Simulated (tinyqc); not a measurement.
Raising U: Hubbard chain of 3 sites, mean field against exact. Computed by the program tinyqc. Collinear unrestricted mean field (the lowest of 40 random starts) against exact diagonalisation.

one-body matrix (hopping and site energies) (eV):
```
         1        2        3
1   0.0000  -0.8000   0.0000
2  -0.8000   0.0000  -0.8000
3   0.0000  -0.8000   0.0000
```

electrons, up and down: 2  1

Exact and mean-field results (eV):

| U | U/t | E exact | E mean field | mean \|n_up - n_down\| | double occupancy, exact | first gap in the sector |
|---|---|---|---|---|---|---|
| 0.4000 | 0.5000 | -2.024597 | -2.015287 | 0.3672 | 0.1884 | 1.0757 |
| 1.6000 | 2.0000 | -1.456071 | -1.333333 | 0.5556 | 0.1286 | 0.8704 |
| 2.4000 | 3.0000 | -1.188280 | -0.994249 | 0.7289 | 0.0960 | 0.7390 |
| 3.2000 | 4.0000 | -0.988854 | -0.771770 | 0.8375 | 0.0715 | 0.6293 |
| 4.8000 | 6.0000 | -0.725387 | -0.525505 | 0.9262 | 0.0416 | 0.4721 |
| 6.4000 | 8.0000 | -0.566169 | -0.396776 | 0.9584 | 0.0263 | 0.3721 |
| 9.6000 | 12.0000 | -0.389402 | -0.265728 | 0.9815 | 0.0128 | 0.2579 |
| 16.0000 | 20.0000 | -0.237641 | -0.159799 | 0.9933 | 0.0049 | 0.1580 |

Estimate the missing row, U = 0.8.

Computed row:
```
U          U/t    E exact  E mean field  mean |n_up - n_down|  double occupancy, exact  first gap in the sector
0.8000  1.0000  -1.810834     -1.774712                0.4127                   0.1678                   1.0108
```

In absolute terms mean field is worst at U/t = 4.0, 0.217 eV too high: at small U it is nearly exact, and at large U it misses only exchange-scale energies. Relative to the exact energy its error is 0.5 % at the smallest U, 33 % at most and 33 % at the largest. The double occupancy falls from 0.188 to 0.005; at the largest U the first gap is 0.99 times the exchange scale 4t^2/U.
